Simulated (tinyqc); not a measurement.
# Changing the misfit f = (b - a)/a

Model: Frenkel-Kontorova chain: a misfit dislocation (kink) in a monolayer on a periodic substrate. Computed by tinyqc, a small Python program. Command: `OMP_NUM_THREADS=1 python tinyqc.py 3023227 3023228 out.jsonl fkchain sweep`. One thread of a shared host (Intel(R) Xeon(R) Processor @ 2.30GHz), about 0.03 s of CPU time with the checks.

E = sum_j [(k/2)(x_(j+1) - x_j - b)^2 + (W/2)(1 - cos(2 pi x_j/a))], x_j = a (j + u_j). A kink takes u from 0 to 1: the chain is stretched by one period and has one atom fewer than wells.

Inputs (values chosen for the exercise, for a model overlayer):

| quantity | value | unit |
|---|---|---|
| spring constant k | 3.25 | eV/angstrom^2 |
| substrate period a | 3.76 | angstrom |
| corrugation W | 2.87 | eV |
| atomic mass M | 134 | u |

Constants: nu for 1 eV/(angstrom^2 u) = 15.6333042 THz.

Method. l0 = sqrt(k a^2/(2 W)); kink u(j) = (2/pi) arctan exp(pi j/l0); kink energy at f = 0: E0 = (4/pi) W l0; with misfit E0 - k a^2 f; kinks become favourable at f_c = 2/(pi l0), and a coherent chain with free ends loses stability at f_m = 1/l0. Lowest vibration of the flat chain: nu0 = 15.6333042 THz x sqrt(2 pi^2 W/(a^2 M)).

One run for each value:

| misfit f = (b - a)/a | kink energy with misfit (eV) |
|---|---|
| 0.010 | 9.8792 |
| 0.051 | 7.9954 |
| 0.093 | 6.0656 |
| 0.130 | 4.3656 |
| 0.180 | 2.0682 |
| 0.220 | 0.2303 |
| 0.260 | -1.6076 |
| 0.300 | -3.4455 |

Describe and explain the trends.

Over the rows, kink energy with misfit (eV) falls from 9.88 to -3.45. It is linear in f, with slope -k a^2, and passes zero at f_c = 0.225, beyond which kinks lower the energy; they enter without a barrier only above f_m = (pi/2) f_c.

Caution (all rows): a corrugation above 1 eV is larger than real overlayers usually show; it is chosen to keep the kink narrow. Caution (all rows): for l0 below about 3 the kink spans few atoms, and the continuum kink energy is off by about 2 per cent or more.
